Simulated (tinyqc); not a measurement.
Raman shift of the zone-centre optical phonon of a diamond-structure crystal under stress: one step, computed by the program tinyqc.

Axes x, y, z are the cube axes. Strain shifts the threefold optical mode and can split it; p, q and r are the phonon deformation potentials.

Problem. Secular matrix and shifts. Secular matrix: M_xx = p eps_xx + q (eps_yy + eps_zz), M_xy = 2 r eps_xy; its eigenvalues are omega^2 - omega_0^2, and the shifts are these over 2 omega_0.

Inputs (values chosen for the exercise, modelled on diamond): unstrained frequency omega_0 = 1331 1/cm; p/omega_0^2 = -2.68; q/omega_0^2 = -1.73; r/omega_0^2 = -1.92.

Stress state: uniaxial. Axis: [111].

strain (per mille), rows x, y, z:
```
[[-0.7246377, -0.8340523, -0.8340523],
 [-0.8340523, -0.7246377, -0.8340523],
 [-0.8340523, -0.8340523, -0.7246377]]
```

Give: M/(2 omega_0); shifts, in rising order.

Solution.

M/(2 omega_0) (1/cm), rows x, y, z:
```
[[2.9610, 2.1314, 2.1314],
 [2.1314, 2.9610, 2.1314],
 [2.1314, 2.1314, 2.9610]]
```

shifts, in rising order (1/cm): [0.8296, 0.8296, 7.2239]
